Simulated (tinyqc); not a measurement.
Classical nucleation, growth and JMAK kinetics of crystallisation from a melt or glass: one step, computed by the program tinyqc.

A spherical nucleus with a sharp interface of isotropic energy gamma; lambda = Omega^(1/3) is the jump distance.

Problem. Critical nucleus. Driving force per volume: dG = H [(T_m - T)/T_m] [2 T/(T_m + T)]. Shape factor f = 1. W(r) = f [4 pi r^2 gamma - (4/3) pi r^3 dG]; r* = 2 gamma/dG; W* = f 16 pi gamma^3/(3 dG^2); n* = f (4/3) pi r*^3/Omega.

Inputs (values chosen for the exercise, for a model substance):
```
quantity,value,unit
melting point T_m,1030,K
heat of melting per volume H,2910,J/cm^3
interface energy gamma,0.264,J/m^2
atomic volume Omega,12.3,angstrom^3
temperature T,806,K
```

Nucleation: homogeneous. Driving force: Thompson-Spaepen.

Constants: e = 1.602176634e-19 C; k_B = 1.380649e-23 J/K.

Give: driving force dG; shape factor f; critical radius r*; barrier W*; atoms in the nucleus n*; W*/(k_B T).

Solution.

driving force dG = 555.6 J/cm^3

shape factor f = 1

critical radius r* = 0.9502 nm

barrier W* = 6.232 eV

atoms in the nucleus n* = 292.2

W*/(k_B T) = 89.73

W* equals n* Omega dG/2 = 6.232 eV.
